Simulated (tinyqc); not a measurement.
Strain-driven roughening and islands of a mismatched epitaxial film: one step, computed by the program tinyqc. Command: `OMP_NUM_THREADS=1 python tinyqc.py 3003942 3003943 out.jsonl island walk`. One thread of a shared host (Intel(R) Xeon(R) Processor @ 2.30GHz), about 0.01 s of CPU time with the checks.

Film and substrate share isotropic elastic constants; the film is coherent and biaxially strained.

Question. Asaro-Tiller-Grinfeld instability. A ripple A cos(k x) has the surface chemical potential per volume [gamma k^2 - 2 (1 + nu) w k] A cos(k x), so k_c = 2 (1 + nu) w/gamma. With surface diffusion the amplitude grows at the rate q = B k^2 [2 (1 + nu) w k - gamma k^2], fastest at k_m = (3/4) k_c. B is the surface mobility.

Inputs (values chosen for the exercise, modelled on InAs on GaAs): Poisson ratio nu = 0.32; surface energy gamma = 0.709 J/m^2; surface mobility D_s nu_s Omega^2/(k_B T) = 1.8e-33 m^6/(J s).

Transport: surface diffusion.

energy density w = 654.3714 MJ/m^3

Give: k_c; critical wavelength; fastest wavelength; growth time 1/q at k_m.

Answer.

k_c = 2.437 1/nm

critical wavelength = 2.579 nm

fastest wavelength = 3.438 nm

growth time 1/q at k_m = 2.108e-04 s

Caution: a wavelength of a few nanometres is at the limit of continuum theory, where steps and facets rule.
